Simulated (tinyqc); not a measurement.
Hexagonal on-chip spiral inductor, lumped pi model: two steps of the calculation.

Outer diameter do = di + 2 n wd + 2 (n - 1) sp, mean da = (do + di)/2, fill p = (do - di)/(do + di), length l = 3.464 n da. L = 2.33 mu0 n^2 da/(1 + 3.82 p), mu0 = 4 pi 1e-7 H/m. Rs = rho l/(wd delta (1 - exp(-th/delta))), delta = sqrt(rho/(pi f mu0)). Cs = n wd^2 eps0 eo/hu across the coil. At each end Cox = l wd eps0 eo/(2 ho) leads to the substrate branch Rsi = 2 rs he/(l wd) in parallel with Csi = l wd eps0 11.7/(2 he). With one end grounded Y = 1/(Rs + i w L) + i w Cs + 1/[1/(i w Cox) + 1/(1/Rsi + i w Csi)], w = 2 pi f; Q = -Im Y/Re Y. Eddy currents in neighbouring turns and in the substrate are left out.

Values chosen for this exercise; values of the order met in silicon radio-frequency processes:
- n = 2.5 (number of turns)
- wd = 15 um (line width)
- sp = 1.5 um (space between turns)
- di = 140 um (inner diameter)
- th = 2 um (metal thickness)
- rho = 2.2 uohm cm (metal resistivity)
- ho = 3.3 um (oxide below the coil)
- hu = 0.6 um (oxide between coil and underpass)
- eo = 3 (relative permittivity of the oxide)
- rs = 1 ohm cm (substrate resistivity)
- he = 30 um (effective spreading depth in the substrate)
- f = 1 GHz (frequency)

Constants: eps0 = 8.8541878128e-12 F/m. Results are converted to the units shown.

Question 1. Geometry and model elements. do, l, L, delta, Rs, Cs, Cox, Rsi and Csi as defined.

Wanted: do; l; L; delta; Rs; Cs; Cox; Rsi; Csi.

Answer 1.

do = 219.5 um
l = 1557 um
L = 1.783 nH
delta = 2.361 um
Rs = 1.693 ohm
Cs = 24.90 fF
Cox = 93.97 fF
Rsi = 25.70 ohm
Csi = 40.31 fF

Question 2. Admittance, quality factor and apparent inductance. Series branch 1/(Rs + i w L), substrate branch, total Y, Q = -Im Y/Re Y, apparent inductance Im(1/Y)/w, metal-only value w L/Rs, share of the loss in the substrate Re(substrate branch)/Re Y.

L = 1.7830997 nH
Rs = 1.6925779 ohm
Cs = 24.902403 fF
Cox = 93.973218 fF
Rsi = 25.696454 ohm
Csi = 40.314511 fF

Find: series branch; substrate branch; Y; Q; apparent inductance; w L/Rs; share of the loss in the substrate.

Answer 2.

series branch = 13.18-87.27i mS
substrate branch = 0.0090+0.5903i mS
Y = 13.19-86.52i mS
Q = 6.558
apparent inductance = 1.798 nH
w L/Rs = 6.619
share of the loss in the substrate = 0.06787 %

Q is 99.1 % of the metal-only value.

Computed by the program tinyqc: `OMP_NUM_THREADS=1 python tinyqc.py 2302021 2302022 out.jsonl`, one thread of a shared Intel Xeon 2.30GHz, about 0.01 s for the whole run.
